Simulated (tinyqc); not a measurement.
Fully depleted semiconductor-on-insulator film with two gates, non-linear Poisson equation by Newton steps: two steps of the calculation.

One dimension across the film, front interface at x = 0, back interface at x = ts. psi is counted from the intrinsic level, n = ni exp(psi/Vt) (source grounded), holes neglected, acceptors ionised. Gates act through Cox = eps0 eox/tox and Cbox = 3.9 eps0/tb with potentials G1 = Vg - (phiM - chi - Vt ln(Nc/ni)) and G2 = Vb - (phiB - chi - Vt ln(Nc/ni)). Classical Boltzmann densities, no interface charge, no depletion in the back plane.

Inputs (values chosen for the exercise); band and dielectric values close to those of germanium:
```
symbol    value   unit                                                                 meaning
T           350      K                                                             temperature
Eg        0.654     eV                                                                band gap
eps_r      16.3                                                          relative permittivity
Nc      1.32e19  cm^-3                                  conduction-band density of states at T
Nv      7.64e18  cm^-3                                     valence-band density of states at T
chi        3.93     eV                                                       electron affinity
eox         3.9         relative permittivity of the gate insulator (close to silicon dioxide)
tox         1.3     nm                                                     insulator thickness
ts          6.5     nm                                                          film thickness
tb           81     nm                                      buried-oxide thickness (eps_r 3.9)
phiM       4.62     eV                                         work function of the front gate
phiB       4.53     eV                                         work function of the back plane
Vb            0      V                                                       back-gate voltage
Vg         1.12      V                                                      front-gate voltage
```

Constants: q = 1.602176634e-19 C, kB = 1.380649e-23 J/K, Vt = kB T/q, eps0 = 8.8541878128e-14 F/cm where lengths are in cm. Results are converted to the units shown.

Task 1. Capacitances and gate potentials. ni = sqrt(Nc Nv) exp(-Eg/(2 Vt)), Eg in volts; Cox, Cbox, G1, G2 as defined; Cs = eps0 eps_r/ts; a = eps0 eps_r/h with h = ts/8; coupling ratio of a depleted film Cs Cbox/(Cox (Cs + Cbox)).

Wanted: ni; Cox; Cbox; Cs; a; G1; G2; coupling ratio.

Result 1.

ni = 1.964e14 cm^-3
Cox = 2.656 uF/cm^2
Cbox = 0.04263 uF/cm^2
Cs = 2.220 uF/cm^2
a = 17.76 uF/cm^2
G1 = 0.7652 V
G2 = -0.2648 V
coupling ratio = 0.01575

Task 2. Electron sheet density, centroid and oxide fields. n_i = ni exp(psi_i/Vt); N_inv = sum w_i n_i with w = ts/8, halved at the ends; centroid sum w n x/N_inv; fields (G1 - psi_0)/tox and (G2 - psi_8)/tb.

converged psi, node 0 to 8 (V): [0.38095384, 0.34554980, 0.32385420, 0.30888455, 0.29804665, 0.29012205, 0.28445960, 0.28068839, 0.27859734]
ni = 1.9644496e14 cm^-3
G1 = 0.76524622 V
G2 = -0.26475378 V

Wanted: n; N_inv; centroid; field in the front oxide; field in the buried oxide.

Result 2.

n, node 0 to 8 (cm^-3): [6.0081e19, 1.8575e19, 9.0477e18, 5.5079e18, 3.8452e18, 2.9567e18, 2.4506e18, 2.1626e18, 2.0177e18]
N_inv = 6.1421e12 cm^-2
centroid = 1.3034 nm
field in the front oxide = 2.9561 MV/cm
field in the buried oxide = -0.067080 MV/cm

The centroid lies at 0.20 of the film, near the front interface.

Range of the model: In so thin a film or at such density quantum confinement moves the charge away from the interfaces and raises the threshold.

tinyqc, about 0.4 s, one thread, Intel Xeon 2.30GHz (shared host): `OMP_NUM_THREADS=1 python tinyqc.py 2190016 2190017 out.jsonl`
